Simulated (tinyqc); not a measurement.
Inside a calculation. Method: MP2 on RHF in the 6-31g basis, for H3-, spin multiplicity 1. The basis has no diffuse functions, so it cannot describe the extra electron: this is an exercise in the method, not the real anion. Computed by tinyqc, a small Python program that keeps every step (integrals from PySCF). Settings: charge = -1, multiplicity = 1, basis = 6-31g, method = RHF, energy threshold = 1e-10, iteration cap = 64, orthogonalisation = canonical, start = core, DIIS depth = 6. Command: `OMP_NUM_THREADS=1 python tinyqc.py 28928 28929 out.jsonl` (the two numbers bound the seeds that draw the settings). One thread of a shared host (Intel(R) Xeon(R) Processor @ 2.60GHz), about 0.07 s of CPU time with the checks. The early iterations of the SCF are left out here.

## One-electron integrals

Geometry (angstrom):
```
atom,x,y,z
H,0.00000,0.00000,0.00000
H,0.00000,0.00000,0.95700
H,0.00000,0.00000,-0.95700
```

Basis 6-31g: exponents (1/bohr^2) and contraction coefficients of normalised primitives:
```
element,l (shell),exponent,coefficient
H,s (1),18.73114,0.03349
H,s (1),2.82539,0.23473
H,s (1),0.64012,0.81376
H,s (2),0.16128,1.00000
```

Overlap, kinetic and nuclear-attraction integrals over the contracted functions; the nuclear repulsion is the sum of Za Zb / Rab.

nuclear repulsion = 1.3823856 hartree

overlap S:
```
,1H 1s,1H 2s,2H 1s,2H 2s,3H 1s,3H 2s
1H 1s,1.00000,0.65829,0.28195,0.42829,0.28195,0.42829
1H 2s,0.65829,1.00000,0.42829,0.76818,0.42829,0.76818
2H 1s,0.28195,0.42829,1.00000,0.65829,0.01035,0.11835
2H 2s,0.42829,0.76818,0.65829,1.00000,0.11835,0.34821
3H 1s,0.28195,0.42829,0.01035,0.11835,1.00000,0.65829
3H 2s,0.42829,0.76818,0.11835,0.34821,0.65829,1.00000
```

kinetic energy T (hartree):
```
,1H 1s,1H 2s,2H 1s,2H 2s,3H 1s,3H 2s
1H 1s,1.39568,0.25974,0.05134,0.12028,0.05134,0.12028
1H 2s,0.25974,0.24192,0.12028,0.15316,0.12028,0.15316
2H 1s,0.05134,0.12028,1.39568,0.25974,-0.01891,-0.00670
2H 2s,0.12028,0.15316,0.25974,0.24192,-0.00670,0.02499
3H 1s,0.05134,0.12028,-0.01891,-0.00670,1.39568,0.25974
3H 2s,0.12028,0.15316,-0.00670,0.02499,0.25974,0.24192
```

nuclear attraction V (hartree):
```
,1H 1s,1H 2s,2H 1s,2H 2s,3H 1s,3H 2s
1H 1s,-2.75635,-1.45607,-0.67272,-0.93810,-0.67272,-0.93810
1H 2s,-1.45607,-1.58491,-0.86968,-1.17933,-0.86968,-1.17933
2H 1s,-0.67272,-0.86968,-2.48127,-1.28119,-0.02468,-0.24521
2H 2s,-0.93810,-1.17933,-1.28119,-1.38834,-0.24521,-0.55189
3H 1s,-0.67272,-0.86968,-0.02468,-0.24521,-2.48127,-1.28119
3H 2s,-0.93810,-1.17933,-0.24521,-0.55189,-1.28119,-1.38834
```

core Hamiltonian H = T + V (hartree):
```
,1H 1s,1H 2s,2H 1s,2H 2s,3H 1s,3H 2s
1H 1s,-1.36067,-1.19634,-0.62138,-0.81783,-0.62138,-0.81783
1H 2s,-1.19634,-1.34299,-0.74941,-1.02617,-0.74941,-1.02617
2H 1s,-0.62138,-0.74941,-1.08559,-1.02146,-0.04358,-0.25191
2H 2s,-0.81783,-1.02617,-1.02146,-1.14643,-0.25191,-0.52689
3H 1s,-0.62138,-0.74941,-0.04358,-0.25191,-1.08559,-1.02146
3H 2s,-0.81783,-1.02617,-0.25191,-0.52689,-1.02146,-1.14643
```

## Two-electron integrals

Functions are numbered as in S; the eight-fold symmetry (ij|kl) = (ji|kl) = (kl|ij) leaves the list below.

Two-electron integrals (ij|kl) in chemists' order, unique and non-zero (hartree):
```
i,j,k,l,(ij|kl)
1,1,1,1,1.07657
2,1,1,1,0.57847
2,1,2,1,0.32942
2,2,1,1,0.58740
2,2,2,1,0.36130
2,2,2,2,0.45315
3,1,1,1,0.23261
3,1,2,1,0.13503
3,1,2,2,0.15184
3,1,3,1,0.07446
3,2,1,1,0.25602
3,2,2,1,0.15872
3,2,2,2,0.19977
3,2,3,1,0.09449
3,2,3,2,0.13835
3,3,1,1,0.54004
3,3,2,1,0.34402
3,3,2,2,0.45146
3,3,3,1,0.23261
3,3,3,2,0.36718
3,3,3,3,1.07657
4,1,1,1,0.36718
4,1,2,1,0.21029
4,1,2,2,0.23273
4,1,3,1,0.09449
4,1,3,2,0.11416
4,1,3,3,0.25602
4,1,4,1,0.13835
4,2,1,1,0.41990
4,2,2,1,0.26057
4,2,2,2,0.33339
4,2,3,1,0.12487
4,2,3,2,0.17564
4,2,3,3,0.41990
4,2,4,1,0.17564
4,2,4,2,0.26740
4,3,1,1,0.34402
4,3,2,1,0.21773
4,3,2,2,0.28609
4,3,3,1,0.13503
4,3,3,2,0.21029
4,3,3,3,0.57847
4,3,4,1,0.15872
4,3,4,2,0.26057
4,3,4,3,0.32942
4,4,1,1,0.45146
4,4,2,1,0.28609
4,4,2,2,0.38465
4,4,3,1,0.15184
4,4,3,2,0.23273
4,4,3,3,0.58740
4,4,4,1,0.19977
4,4,4,2,0.33339
4,4,4,3,0.36130
4,4,4,4,0.45315
5,1,1,1,0.23261
5,1,2,1,0.13503
5,1,2,2,0.15184
5,1,3,1,0.04360
5,1,3,2,0.05044
5,1,3,3,0.10465
5,1,4,1,0.07922
5,1,4,2,0.09714
5,1,4,3,0.06854
5,1,4,4,0.09914
5,1,5,1,0.07446
5,2,1,1,0.25602
5,2,2,1,0.15872
5,2,2,2,0.19977
5,2,3,1,0.05044
5,2,3,2,0.06187
5,2,3,3,0.13050
5,2,4,1,0.09221
5,2,4,2,0.12403
5,2,4,3,0.08573
5,2,4,4,0.12729
5,2,5,1,0.09449
5,2,5,2,0.13835
5,3,1,1,0.01002
5,3,2,1,0.00559
5,3,2,2,0.00592
5,3,3,1,0.00228
5,3,3,2,0.00260
5,3,3,3,0.00559
5,3,4,1,0.00356
5,3,4,2,0.00425
5,3,4,3,0.00353
5,3,4,4,0.00461
5,3,5,1,0.00228
5,3,5,2,0.00260
5,3,5,3,0.00010
5,4,1,1,0.08031
5,4,2,1,0.04864
5,4,2,2,0.05862
5,4,3,1,0.01594
5,4,3,2,0.01918
5,4,3,3,0.04031
5,4,4,1,0.02864
5,4,4,2,0.03734
5,4,4,3,0.02639
5,4,4,4,0.03852
5,4,5,1,0.02709
5,4,5,2,0.03724
5,4,5,3,0.00081
5,4,5,4,0.01036
5,5,1,1,0.54004
5,5,2,1,0.34402
5,5,2,2,0.45146
5,5,3,1,0.10465
5,5,3,2,0.13050
5,5,3,3,0.27647
5,5,4,1,0.19555
5,5,4,2,0.27005
5,5,4,3,0.18197
5,5,4,4,0.27426
5,5,5,1,0.23261
5,5,5,2,0.36718
5,5,5,3,0.00559
5,5,5,4,0.09438
5,5,5,5,1.07657
6,1,1,1,0.36718
6,1,2,1,0.21029
6,1,2,2,0.23273
6,1,3,1,0.07922
6,1,3,2,0.09221
6,1,3,3,0.19555
6,1,4,1,0.13046
6,1,4,2,0.16088
6,1,4,3,0.12574
6,1,4,4,0.17181
6,1,5,1,0.09449
6,1,5,2,0.11416
6,1,5,3,0.00356
6,1,5,4,0.03424
6,1,5,5,0.25602
6,1,6,1,0.13835
6,2,1,1,0.41990
6,2,2,1,0.26057
6,2,2,2,0.33339
6,2,3,1,0.09714
6,2,3,2,0.12403
6,2,3,3,0.27005
6,2,4,1,0.16088
6,2,4,2,0.22698
6,2,4,3,0.17473
6,2,4,4,0.24823
6,2,5,1,0.12487
6,2,5,2,0.17564
6,2,5,3,0.00425
6,2,5,4,0.04939
6,2,5,5,0.41990
6,2,6,1,0.17564
6,2,6,2,0.26740
6,3,1,1,0.08031
6,3,2,1,0.04864
6,3,2,2,0.05862
6,3,3,1,0.02709
6,3,3,2,0.03724
6,3,3,3,0.09438
6,3,4,1,0.03424
6,3,4,2,0.04939
6,3,4,3,0.05494
6,3,4,4,0.06241
6,3,5,1,0.01594
6,3,5,2,0.01918
6,3,5,3,0.00081
6,3,5,4,0.00598
6,3,5,5,0.04031
6,3,6,1,0.02864
6,3,6,2,0.03734
6,3,6,3,0.01036
6,4,1,1,0.20454
6,4,2,1,0.12581
6,4,2,2,0.15779
6,4,3,1,0.05287
6,4,3,2,0.06956
6,4,3,3,0.15720
6,4,4,1,0.08104
6,4,4,2,0.11609
6,4,4,3,0.09962
6,4,4,4,0.13394
6,4,5,1,0.05287
6,4,5,2,0.06956
6,4,5,3,0.00206
6,4,5,4,0.02041
6,4,5,5,0.15720
6,4,6,1,0.08104
6,4,6,2,0.11609
6,4,6,3,0.02041
6,4,6,4,0.05495
6,5,1,1,0.34402
6,5,2,1,0.21773
6,5,2,2,0.28609
6,5,3,1,0.06854
6,5,3,2,0.08573
6,5,3,3,0.18197
6,5,4,1,0.12574
6,5,4,2,0.17473
6,5,4,3,0.11970
6,5,4,4,0.17960
6,5,5,1,0.13503
6,5,5,2,0.21029
6,5,5,3,0.00353
6,5,5,4,0.05494
6,5,5,5,0.57847
6,5,6,1,0.15872
6,5,6,2,0.26057
6,5,6,3,0.02639
6,5,6,4,0.09962
6,5,6,5,0.32942
6,6,1,1,0.45146
6,6,2,1,0.28609
6,6,2,2,0.38465
6,6,3,1,0.09914
6,6,3,2,0.12729
6,6,3,3,0.27426
6,6,4,1,0.17181
6,6,4,2,0.24823
6,6,4,3,0.17960
6,6,4,4,0.26543
6,6,5,1,0.15184
6,6,5,2,0.23273
6,6,5,3,0.00461
6,6,5,4,0.06241
6,6,5,5,0.58740
6,6,6,1,0.19977
6,6,6,2,0.33339
6,6,6,3,0.03852
6,6,6,4,0.13394
6,6,6,5,0.36130
6,6,6,6,0.45315
```

## Orthogonalisation

S = U s U^T; canonical form X = U s^(-1/2), so that X^T S X = 1. Each column of U has its largest component positive (the first on a tie).

eigenvalues of S: 0.05058  0.25497  0.43860  0.63539  1.38647  3.23400

X:
```
,1,2,3,4,5,6
1H 1s,-0.79476,0.00000,0.59424,1.01450,0.00000,0.22189
1H 2s,3.41666,0.00000,-0.52587,0.09673,0.00000,0.29548
2H 1s,0.25833,-0.82930,0.76540,-0.48151,0.48390,0.16900
2H 2s,-1.91490,1.12841,-0.48920,-0.18919,0.35563,0.24036
3H 1s,0.25833,0.82930,0.76540,-0.48151,-0.48390,0.16900
3H 2s,-1.91490,-1.12841,-0.48920,-0.18919,-0.35563,0.24036
```

## Iteration 7 (converged): orbitals

converged F (hartree):
```
,1H 1s,1H 2s,2H 1s,2H 2s,3H 1s,3H 2s
1H 1s,0.35003,-0.29683,-0.29398,-0.28225,-0.29398,-0.28225
1H 2s,-0.29683,-0.13290,-0.25661,-0.14141,-0.25661,-0.14141
2H 1s,-0.29398,-0.25661,0.39877,-0.25460,-0.03265,-0.11923
2H 2s,-0.28225,-0.14141,-0.25460,-0.05630,-0.11923,-0.12156
3H 1s,-0.29398,-0.25661,-0.03265,-0.11923,0.39877,-0.25460
3H 2s,-0.28225,-0.14141,-0.11923,-0.12156,-0.25460,-0.05630
```

Diagonalise F' = X^T F X, C = X C', fill 2 alpha and 2 beta electrons from the bottom; D = 2 C_occ C_occ^T. Each column has its largest component positive (the first on a tie).

F' = X^T F X (hartree):
```
,1,2,3,4,5,6
1,1.08381,0.00000,-0.04557,-0.50563,0.00000,0.02521
2,0.00000,1.26632,0.00000,0.00000,-0.36186,0.00000
3,-0.04557,0.00000,1.23708,-0.13897,0.00000,-0.06196
4,-0.50563,0.00000,-0.13897,1.17085,0.00000,-0.03141
5,0.00000,-0.36186,0.00000,0.00000,0.12537,0.00000
6,0.02521,0.00000,-0.06196,-0.03141,0.00000,-0.28941
```

orbital energies (hartree): MO1 -0.29296, MO2 0.02028, MO3 0.59459, MO4 1.25246, MO5 1.37141, MO6 1.64823

coefficients C:
```
,MO1,MO2,MO3,MO4,MO5,MO6
1H 1s,0.27637,0.00000,0.22646,-0.76997,0.00000,-1.15874
1H 2s,0.24556,0.00000,2.39715,1.41514,0.00000,2.05853
2H 1s,0.18808,0.23342,0.00658,-0.66375,-0.93135,0.66106
2H 2s,0.23173,0.65622,-1.59363,-0.02010,0.98446,-1.18572
3H 1s,0.18808,-0.23342,0.00658,-0.66375,0.93135,0.66106
3H 2s,0.23173,-0.65622,-1.59363,-0.02010,-0.98446,-1.18572
```

D after iteration 7:
```
,1H 1s,1H 2s,2H 1s,2H 2s,3H 1s,3H 2s
1H 1s,0.15277,0.13573,0.10396,0.12809,0.10396,0.12809
1H 2s,0.13573,0.12060,0.09237,0.11380,0.09237,0.11380
2H 1s,0.10396,0.09237,0.17971,0.39351,-0.03822,-0.21918
2H 2s,0.12809,0.11380,0.39351,0.96864,-0.21918,-0.75385
3H 1s,0.10396,0.09237,-0.03822,-0.21918,0.17971,0.39351
3H 2s,0.12809,0.11380,-0.21918,-0.75385,0.39351,0.96864
```

## Convergence

Stop when the energy changes by less than 1e-10 hartree and every element of the error matrix X^T (F D S - S D F) X is below 3e-06.

Course of the cycle:
```
iteration,E (hartree),change,largest element of the error matrix
1,-1.2615980,-,5.69e-01
2,-1.5471658,-2.86e-01,2.96e-02
3,-1.5484562,-1.29e-03,5.61e-03
4,-1.5484753,-1.90e-05,2.30e-04
5,-1.5484753,-6.38e-08,1.28e-05
6,-1.5484753,-1.27e-10,2.39e-07
7,-1.5484753,-5.73e-14,1.96e-09
```

PySCF RHF in the same basis = -1.5484753 hartree

Converged in 7 iterations.

## Integrals over molecular orbitals

(pq|rs) = sum C_ip C_jq C_kr C_ls (ij|kl), one index at a time.

one-electron integrals over orbitals h = C^T H C (hartree):
```
,1,2,3,4,5,6
1,-1.53958,0.00000,-0.17797,0.17137,0.00000,0.04720
2,0.00000,-1.11860,0.00000,0.00000,0.23957,0.00000
3,-0.17797,0.00000,-0.72180,0.00696,0.00000,0.27745
4,0.17137,0.00000,0.00696,-0.34182,0.00000,-0.00791
5,0.00000,0.23957,0.00000,0.00000,-0.18621,0.00000
6,0.04720,0.00000,0.27745,-0.00791,0.00000,-0.16135
```

Two-electron integrals over orbitals (pq|rs), unique and non-zero (hartree):
```
p,q,r,s,(pq|rs)
1,1,1,1,0.52189
2,1,2,1,0.12078
2,2,1,1,0.42276
2,2,2,2,0.41415
3,1,1,1,0.08692
3,1,2,2,0.01059
3,1,3,1,0.06460
3,2,2,1,-0.06986
3,2,3,2,0.07139
3,3,1,1,0.37815
3,3,2,2,0.34805
3,3,3,1,0.02578
3,3,3,3,0.33816
4,1,1,1,-0.08819
4,1,2,2,-0.06666
4,1,3,1,-0.01937
4,1,3,3,-0.04545
4,1,4,1,0.06214
4,2,2,1,-0.05013
4,2,3,2,0.02113
4,2,4,2,0.04222
4,3,1,1,-0.01068
4,3,2,2,0.00808
4,3,3,1,-0.01473
4,3,3,3,-0.00627
4,3,4,1,0.01249
4,3,4,3,0.01601
4,4,1,1,0.45912
4,4,2,2,0.39020
4,4,3,1,0.06218
4,4,3,3,0.34090
4,4,4,1,-0.06795
4,4,4,3,0.00064
4,4,4,4,0.43308
5,1,2,1,-0.06153
5,1,3,2,0.01825
5,1,4,2,0.04754
5,1,5,1,0.05735
5,2,1,1,-0.10445
5,2,2,2,-0.09220
5,2,3,1,-0.01389
5,2,3,3,-0.04034
5,2,4,1,0.05615
5,2,4,3,-0.00670
5,2,4,4,-0.09523
5,2,5,2,0.08188
5,3,2,1,-0.02107
5,3,3,2,0.02921
5,3,4,2,-0.00546
5,3,5,1,-0.00758
5,3,5,3,0.02652
5,4,2,1,0.11187
5,4,3,2,-0.05951
5,4,4,2,-0.05951
5,4,5,1,-0.07190
5,4,5,3,-0.01117
5,4,5,4,0.12233
5,5,1,1,0.42801
5,5,2,2,0.42042
5,5,3,1,0.01152
5,5,3,3,0.33851
5,5,4,1,-0.08766
5,5,4,3,0.00990
5,5,4,4,0.40939
5,5,5,2,-0.12379
5,5,5,5,0.46388
6,1,1,1,-0.03956
6,1,2,2,0.02874
6,1,3,1,-0.05497
6,1,3,3,-0.02367
6,1,4,1,0.01184
6,1,4,3,0.03031
6,1,4,4,-0.01169
6,1,5,2,-0.02779
6,1,5,5,0.04607
6,1,6,1,0.08993
6,2,2,1,0.06512
6,2,3,2,-0.02694
6,2,4,2,-0.04298
6,2,5,1,-0.05205
6,2,5,3,0.00793
6,2,5,4,0.07378
6,2,6,2,0.05601
6,3,1,1,-0.12172
6,3,2,2,-0.05796
6,3,3,1,-0.05487
6,3,3,3,-0.05159
6,3,4,1,0.04761
6,3,4,3,0.01543
6,3,4,4,-0.09398
6,3,5,2,0.04231
6,3,5,5,-0.06233
6,3,6,1,0.04580
6,3,6,3,0.07362
6,4,1,1,0.02747
6,4,2,2,-0.03909
6,4,3,1,0.05360
6,4,3,3,0.01057
6,4,4,1,0.00556
6,4,4,3,-0.02527
6,4,4,4,0.00833
6,4,5,2,0.03819
6,4,5,5,-0.06590
6,4,6,1,-0.08389
6,4,6,3,-0.03842
6,4,6,4,0.09142
6,5,2,1,-0.11018
6,5,3,2,0.06851
6,5,4,2,0.06297
6,5,5,1,0.07174
6,5,5,3,0.01404
6,5,5,4,-0.12156
6,5,6,2,-0.07385
6,5,6,5,0.12917
6,6,1,1,0.54658
6,6,2,2,0.43118
6,6,3,1,0.10063
6,6,3,3,0.39659
6,6,4,1,-0.12955
6,6,4,3,-0.02913
6,6,4,4,0.48506
6,6,5,2,-0.12331
6,6,5,5,0.45533
6,6,6,1,-0.07337
6,6,6,3,-0.15720
6,6,6,4,0.04843
6,6,6,6,0.63676
```

## Second-order Moller-Plesset energy

Hartree-Fock energy = -1.5484753 hartree

E2 = sum_ijab (ia|jb) [2 (ia|jb) - (ib|ja)] / (e_i + e_j - e_a - e_b) over occupied i, j and virtual a, b; the opposite-spin part is (ia|jb)^2 / denominator, the rest is same-spin, and SCS-MP2 scales them by 6/5 and 1/3.

Terms:
```
i,j,a,b,(ia|jb),(ib|ja),denominator,term
2,2,3,3,0.07139,0.07139,-1.14862,-0.00444
2,2,5,5,0.08188,0.08188,-2.70226,-0.00248
1,1,3,3,0.06460,0.06460,-1.77509,-0.00235
1,1,6,6,0.08993,0.08993,-3.88237,-0.00208
2,1,5,4,0.05615,0.04754,-2.89655,-0.00126
1,2,4,5,0.05615,0.04754,-2.89655,-0.00126
1,1,4,4,0.06214,0.06214,-3.09084,-0.00125
2,1,6,5,-0.05205,-0.02779,-3.29231,-0.00121
1,2,5,6,-0.05205,-0.02779,-3.29231,-0.00121
1,1,3,6,-0.05497,-0.05497,-2.82873,-0.00107
1,1,6,3,-0.05497,-0.05497,-2.82873,-0.00107
1,1,5,5,0.05735,0.05735,-3.32872,-0.00099
2,2,6,6,0.05601,0.05601,-3.25590,-0.00096
2,2,4,4,0.04222,0.04222,-2.46437,-0.00072
2,2,6,4,-0.04298,-0.04298,-2.86013,-0.00065
2,2,4,6,-0.04298,-0.04298,-2.86013,-0.00065
2,1,4,5,0.04754,0.05615,-2.89655,-0.00064
1,2,5,4,0.04754,0.05615,-2.89655,-0.00064
2,1,3,5,0.01825,-0.01389,-2.23867,-0.00041
1,2,5,3,0.01825,-0.01389,-2.23867,-0.00041
2,2,6,3,-0.02694,-0.02694,-2.20226,-0.00033
2,2,3,6,-0.02694,-0.02694,-2.20226,-0.00033
1,2,3,5,-0.01389,0.01825,-2.23867,-0.00029
2,1,5,3,-0.01389,0.01825,-2.23867,-0.00029
2,2,4,3,0.02113,0.02113,-1.80650,-0.00025
2,2,3,4,0.02113,0.02113,-1.80650,-0.00025
1,1,3,4,-0.01937,-0.01937,-2.43296,-0.00015
1,1,4,3,-0.01937,-0.01937,-2.43296,-0.00015
1,1,4,6,0.01184,0.01184,-3.48660,-4.02e-05
1,1,6,4,0.01184,0.01184,-3.48660,-4.02e-05
2,1,5,6,-0.02779,-0.05205,-3.29231,-2.98e-05
1,2,6,5,-0.02779,-0.05205,-3.29231,-2.98e-05
```

Pair energies (hartree; pair i-j sums ij and ji):
```
pair,opposite spin,same spin
1-1,-0.00920,0
2-1,-0.00632,-0.00133
2-2,-0.01105,0
```

MP2 correlation energy = -0.0279008 hartree

SCS-MP2 correlation energy = -0.0323267 hartree

MP2 total energy = -1.5763761 hartree
